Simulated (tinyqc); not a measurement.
From results back to parameters: Shockley-Read-Hall recombination through one deep level. Five cases, with inputs chosen for the exercise.

Problem. Deep-level transient spectroscopy: the emission rate is en = gam sigma T^2 exp(-dE/kB T), dE = Ec - Et. Two rates were computed from hidden dE and sigma.

Constants: kB = 8.617333262e-05 eV/K.

Find: ln(en/T^2) at T1 and T2; dE; sigma.

Method. ln(en/T^2) against 1/T is a line of slope -dE/kB and intercept ln(gam sigma); plotting ln en alone would overstate dE by about 2 kB T.

Case 1.

Values chosen (out of a larger set: gap and densities of states near those of Si at this temperature; not measured data): gam = 6.6e+21 1/(cm^2 s K^2) (vth Nc/T^2, which does not depend on T); T1 = 185 K; T2 = 219 K.

en(T1) = 8.85985 1/s
en(T2) = 512.373 1/s

Solution.

ln(en/T^2) at T1 and T2: -8.2592  -4.5391

dE = 0.382 eV
sigma = 1.0e-15 cm^2

Case 2.

Values chosen (out of a larger set: gap and densities of states near those of Ge at this temperature; not measured data): gam = 1.4e+21 1/(cm^2 s K^2) (vth Nc/T^2, which does not depend on T); T1 = 152 K; T2 = 179 K.

en(T1) = 1.86062 1/s
en(T2) = 97.0668 1/s

Solution.

ln(en/T^2) at T1 and T2: -9.4269  -5.7994

dE = 0.315 eV
sigma = 1.6e-15 cm^2

Case 3.

Values chosen (out of a larger set: gap and densities of states near those of GaAs at this temperature; not measured data): gam = 7.3e+19 1/(cm^2 s K^2) (vth Nc/T^2, which does not depend on T); T1 = 157 K; T2 = 175 K.

en(T1) = 1.72756 1/s
en(T2) = 25.3971 1/s

Solution.

ln(en/T^2) at T1 and T2: -9.5658  -7.0949

dE = 0.325 eV
sigma = 2.6e-14 cm^2

Case 4.

Values chosen (out of a larger set: gap and densities of states near those of Si at this temperature; not measured data): gam = 5.6e+21 1/(cm^2 s K^2) (vth Nc/T^2, which does not depend on T); T1 = 295 K; T2 = 342 K.

en(T1) = 266.442 1/s
en(T2) = 9739.06 1/s

Solution.

ln(en/T^2) at T1 and T2: -5.7888  -2.4857

dE = 0.611 eV
sigma = 1.5e-14 cm^2

Case 5.

Values chosen (out of a larger set: gap and densities of states near those of Si at this temperature; not measured data): gam = 8.5e+21 1/(cm^2 s K^2) (vth Nc/T^2, which does not depend on T); T1 = 169 K; T2 = 194 K.

en(T1) = 230.545 1/s
en(T2) = 6723.76 1/s

Solution.

ln(en/T^2) at T1 and T2: -4.8194  -1.7223

dE = 0.350 eV
sigma = 2.6e-14 cm^2

Computed by tinyqc, one run a case: `OMP_NUM_THREADS=1 python tinyqc.py N N+1 out.jsonl` with N = 1682572, 1682573, 1682587, 1682606, 1682607; one thread of a shared Intel(R) Xeon(R) Processor @ 2.30GHz, about 0.01 s a run at most.
